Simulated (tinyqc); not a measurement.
Thermal RC ladder, step response: two steps of the calculation.

A ladder of 3 nodes: R_i joins node i to node i + 1, the last R to the ambient; C_i is the heat capacity of node i; theta is the rise above ambient, zero at t = 0. d theta/dt = -A theta + b with b = (Pw/C_1, 0, ...), times in ms.

Inputs (values chosen for the exercise):
```
symbol               value  unit                           meaning
R       [0.12, 0.14, 0.14]   K/W  resistances, junction to ambient
C          [0.66, 2.1, 30]  mJ/K      heat capacities of the nodes
Pw                      19     W        power at node 1 from t = 0
dt                    0.15    ms                         time step
```

Question 1. Time constants and Foster resistances. A = C^(-1) K, K_ii = 1/R_(i-1) + 1/R_i (no first term for node 1), K_(i,i+1) = K_(i+1,i) = -1/R_i. The time constants tau_k are the inverse eigenvalues of A; the rise of node 1 per watt is Z(t) = sum_k r_k (1 - exp(-t/tau_k)), with r_k = v_k1^2 tau_k/C_1 and v_k the unit eigenvectors of C^(-1/2) K C^(-1/2).

Find: tau_k, rising; r_k.

Answer 1.

tau_k, rising (ms): [0.05693, 0.3715, 4.624]
r_k (K/W): [0.05797, 0.1708, 0.1712]

The r_k add up to the sum of the R_i, 0.4000 K/W; the slowest constant is 81.2 times the fastest.

Question 2. One time step. Implicit Euler: (1 + dt A) theta(new) = theta + dt b.

A (1/ms):
```
,node 1,node 2,node 3
node 1,12.626263,-12.626263,0.000000
node 2,-3.968254,7.369615,-3.401361
node 3,0.000000,-0.238095,0.476190
```

theta after step 1 (K): node 1 1.8342960, node 2 0.5228042, node 3 0.0174268

Find: theta after step 2.

Answer 2.

theta after step 2 (K): node 1 2.818, node 2 1.058, node 3 0.052

Numbers from tinyqc (`OMP_NUM_THREADS=1 python tinyqc.py 2520109 2520110 out.jsonl`; about 0.01 s on one thread of a shared Intel Xeon 2.30GHz).
